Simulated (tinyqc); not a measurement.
Sheet resistance and Hall data of a diffused or implanted layer: one step, computed by the program tinyqc.

Carriers are taken equal to the net active doping down to the junction (full ionisation, which deep dopants in wide-gap hosts do not reach; no spill-over, no depletion), and the Hall factor is 1.

Question. Profile. N(x) = N_0 exp(-(x - R_p)^2/(2 l^2)) for x > 0, dose N_0 l sqrt(pi/2) erfc(-R_p/(l sqrt 2)), junction x_j = R_p + l sqrt(2 ln(N_0/N_B)); the layer starts at x_0 = max(0, 2 R_p - x_j). Mobility mu = mu_min + (mu_max - mu_min)/(1 + (N_t/N_ref)^alpha), N_t = active doping + N_B; carriers n = active doping - N_B, all dopants active. sigma = e n mu.

Inputs (values chosen for the exercise, modelled on arsenic in silicon):
```
quantity                                 value        unit
mu_min                                    51.7  cm^2/(V s)
mu_max                                    1420  cm^2/(V s)
N_ref                                  9.5e+16      1/cm^3
exponent alpha                            0.68           -
peak concentration N_0                 9.1e+17      1/cm^3
length scale l                             500          nm
background doping N_B (opposite type)  1.2e+15      1/cm^3
projected range R_p                       1100          nm
```

Profile: buried Gaussian (implant). Activation: complete.

Constants: e = 1.602176634e-19 C.

Give: Depth, doping, carriers, mobility and conductivity at 2, 10, 20, 35, 50, 65, 80, 90 and 98 % of the layer.

Answer.

Depth, doping, carriers, mobility and conductivity at 2, 10, 20, 35, 50, 65, 80, 90 and 98 % of the layer:
```
x (nm)  N (1/cm^3)  n (1/cm^3)  mu (cm^2/(V s))  sigma (S/cm)
58       1.039e+17   1.027e+17              712     1.172e+01
292      2.467e+17   2.455e+17              520     2.046e+01
584      5.345e+17   5.333e+17              374     3.198e+01
1022     8.991e+17   8.979e+17              295     4.250e+01
1460     7.018e+17   7.006e+17              331     3.715e+01
1899     2.542e+17   2.530e+17              514     2.084e+01
2337     4.272e+16   4.152e+16              911     6.062e+00
2629     8.492e+15   7.292e+15             1181     1.380e+00
2862     1.824e+15   6.239e+14             1300     1.300e-01
```

The mobility varies by a factor 4.4 across these points and the conductivity by 327.
